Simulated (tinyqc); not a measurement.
Empirical pseudopotential in a few plane waves, step by step. One step of it, computed by the program tinyqc.

Question. Levels at G. Diagonalise the Hermitian matrix.

H(k) at G (eV):
```
                     +0+0+0               -1-1-1               -1-1+1               -1+1-1
+0+0+0             0.000000   2.020342+0.683068i  -2.020342+0.683068i  -2.020342+0.683068i
-1-1-1   2.020342-0.683068i            16.247356   0.000000-0.585045i   0.000000-0.585045i
-1-1+1  -2.020342-0.683068i   0.000000+0.585045i            16.247356             0.244902
-1+1-1  -2.020342-0.683068i   0.000000+0.585045i             0.244902            16.247356
-1+1+1  -2.020342+0.683068i            -0.244902   0.000000+0.585045i   0.000000+0.585045i
+1-1-1  -2.020342-0.683068i   0.000000+0.585045i             0.244902             0.244902
+1-1+1  -2.020342+0.683068i            -0.244902   0.000000+0.585045i             0.000000
+1+1-1  -2.020342+0.683068i            -0.244902             0.000000   0.000000+0.585045i
+1+1+1   2.020342+0.683068i             0.000000            -0.244902            -0.244902
-2+0+0   0.000000-0.585045i  -2.020342+0.683068i  -2.020342-0.683068i  -2.020342-0.683068i
+0-2+0   0.000000-0.585045i  -2.020342+0.683068i  -2.020342-0.683068i   0.808137-0.134689i
+0+0-2   0.000000-0.585045i  -2.020342+0.683068i   0.808137-0.134689i  -2.020342-0.683068i
+0+0+2   0.000000+0.585045i  -0.808137-0.134689i   2.020342+0.683068i  -0.808137+0.134689i
+0+2+0   0.000000+0.585045i  -0.808137-0.134689i  -0.808137+0.134689i   2.020342+0.683068i
+2+0+0   0.000000+0.585045i  -0.808137-0.134689i  -0.808137+0.134689i  -0.808137+0.134689i

                     -1+1+1               +1-1-1               +1-1+1               +1+1-1
+0+0+0  -2.020342-0.683068i  -2.020342+0.683068i  -2.020342-0.683068i  -2.020342-0.683068i
-1-1-1            -0.244902   0.000000-0.585045i            -0.244902            -0.244902
-1-1+1   0.000000-0.585045i             0.244902   0.000000-0.585045i             0.000000
-1+1-1   0.000000-0.585045i             0.244902             0.000000   0.000000-0.585045i
-1+1+1            16.247356             0.000000             0.244902             0.244902
+1-1-1             0.000000            16.247356   0.000000-0.585045i   0.000000-0.585045i
+1-1+1             0.244902   0.000000+0.585045i            16.247356             0.244902
+1+1-1             0.244902   0.000000+0.585045i             0.244902            16.247356
+1+1+1   0.000000+0.585045i            -0.244902   0.000000+0.585045i   0.000000+0.585045i
-2+0+0   2.020342-0.683068i   0.808137-0.134689i  -0.808137-0.134689i  -0.808137-0.134689i
+0-2+0  -0.808137-0.134689i  -2.020342-0.683068i   2.020342-0.683068i  -0.808137-0.134689i
+0+0-2  -0.808137-0.134689i  -2.020342-0.683068i  -0.808137-0.134689i   2.020342-0.683068i
+0+0+2  -2.020342+0.683068i  -0.808137+0.134689i  -2.020342+0.683068i   0.808137+0.134689i
+0+2+0  -2.020342+0.683068i  -0.808137+0.134689i   0.808137+0.134689i  -2.020342+0.683068i
+2+0+0   0.808137+0.134689i   2.020342+0.683068i  -2.020342+0.683068i  -2.020342+0.683068i

                     +1+1+1               -2+0+0               +0-2+0               +0+0-2
+0+0+0   2.020342-0.683068i   0.000000+0.585045i   0.000000+0.585045i   0.000000+0.585045i
-1-1-1             0.000000  -2.020342-0.683068i  -2.020342-0.683068i  -2.020342-0.683068i
-1-1+1            -0.244902  -2.020342+0.683068i  -2.020342+0.683068i   0.808137+0.134689i
-1+1-1            -0.244902  -2.020342+0.683068i   0.808137+0.134689i  -2.020342+0.683068i
-1+1+1   0.000000-0.585045i   2.020342+0.683068i  -0.808137+0.134689i  -0.808137+0.134689i
+1-1-1            -0.244902   0.808137+0.134689i  -2.020342+0.683068i  -2.020342+0.683068i
+1-1+1   0.000000-0.585045i  -0.808137+0.134689i   2.020342+0.683068i  -0.808137+0.134689i
+1+1-1   0.000000-0.585045i  -0.808137+0.134689i  -0.808137+0.134689i   2.020342+0.683068i
+1+1+1            16.247356  -0.808137-0.134689i  -0.808137-0.134689i  -0.808137-0.134689i
-2+0+0  -0.808137+0.134689i            21.663141             0.244902             0.244902
+0-2+0  -0.808137+0.134689i             0.244902            21.663141             0.244902
+0+0-2  -0.808137+0.134689i             0.244902             0.244902            21.663141
+0+0+2  -2.020342-0.683068i            -0.244902            -0.244902             0.000000
+0+2+0  -2.020342-0.683068i            -0.244902             0.000000            -0.244902
+2+0+0  -2.020342-0.683068i             0.000000            -0.244902            -0.244902

                     +0+0+2               +0+2+0               +2+0+0
+0+0+0   0.000000-0.585045i   0.000000-0.585045i   0.000000-0.585045i
-1-1-1  -0.808137+0.134689i  -0.808137+0.134689i  -0.808137+0.134689i
-1-1+1   2.020342-0.683068i  -0.808137-0.134689i  -0.808137-0.134689i
-1+1-1  -0.808137-0.134689i   2.020342-0.683068i  -0.808137-0.134689i
-1+1+1  -2.020342-0.683068i  -2.020342-0.683068i   0.808137-0.134689i
+1-1-1  -0.808137-0.134689i  -0.808137-0.134689i   2.020342-0.683068i
+1-1+1  -2.020342-0.683068i   0.808137-0.134689i  -2.020342-0.683068i
+1+1-1   0.808137-0.134689i  -2.020342-0.683068i  -2.020342-0.683068i
+1+1+1  -2.020342+0.683068i  -2.020342+0.683068i  -2.020342+0.683068i
-2+0+0            -0.244902            -0.244902             0.000000
+0-2+0            -0.244902             0.000000            -0.244902
+0+0-2             0.000000            -0.244902            -0.244902
+0+0+2            21.663141             0.244902             0.244902
+0+2+0             0.244902            21.663141             0.244902
+2+0+0             0.244902             0.244902            21.663141
```

Give: eigenvalues.

Answer.

eigenvalues (eV): -2.3457  12.2013  12.2013  12.2013  14.3516  16.2655  16.2655  16.2655  19.3221  21.1733  21.1733  25.2013  25.2013  25.2013  25.2788
